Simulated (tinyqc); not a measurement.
Strain along [001]: shallow donor in effective-mass theory, with valley-orbit splitting.

Basis: the 1s envelopes of the valleys +x, -x, +y, -y, +z, -z. Diagonal E0 - D0, element -D2 between opposite valleys and -D1 between perpendicular ones. Strain along [001] adds 2 Ds/3 to the z valleys and -Ds/3 to the others.

Parameters, chosen for this exercise (near those of a group-V donor in Si; not measured data):

| symbol | value | unit | meaning |
|---|---|---|---|
| E0 | -33 | meV | single-valley level |
| D0 | 3.95 | meV | central-cell shift |
| D1 | 2.18 | meV | coupling of perpendicular valleys |
| D2 | 1.51 | meV | coupling of opposite valleys |

Ground level, gap to the next level, weight in the z valleys and contact density (sum of amplitudes)^2/6.

Results:

| Ds (meV) | ground (meV) | gap (meV) | z weight | contact density | ground less band edge (meV) |
|---|---|---|---|---|---|
| -120 | -118.79 | 3.35 | 0.997 | 0.384 | -38.79 |
| -40 | -66.16 | 4.06 | 0.973 | 0.497 | -39.50 |
| -15 | -51.28 | 5.84 | 0.827 | 0.748 | -41.28 |
| -5 | -47.65 | 8.87 | 0.526 | 0.962 | -44.31 |
| 5 | -47.55 | 10.44 | 0.198 | 0.976 | -45.88 |
| 15 | -49.62 | 9.18 | 0.078 | 0.894 | -44.62 |
| 40 | -56.99 | 8.22 | 0.018 | 0.787 | -43.66 |
| 120 | -83.12 | 7.68 | 0.002 | 0.712 | -43.12 |

Give the missing row, Ds (meV) = 0.

Computed row:
```
Ds (meV)  ground (meV)  gap (meV)  z weight  contact density  ground less band edge (meV)
0               -47.18      11.74     0.333            1.000                       -47.18
```

The scale is the A1-E splitting 6 D1 = 13.1 meV. The contact density is largest without strain and falls to 0.384 and 0.712 at the ends, towards 1/3 (two valleys) and 2/3 (four valleys). The binding below the lowest band edge drops from 47.2 meV to 38.8 meV when the two z valleys are lowest and to 43.1 meV when the four others are, since fewer valleys share the coupling.

Run: tinyqc, `OMP_NUM_THREADS=1 python tinyqc.py 1252374 1252375 out.jsonl`; Intel(R) Xeon(R) Processor @ 2.30GHz, one thread, shared host; about 0.01 s of CPU time with all checks.
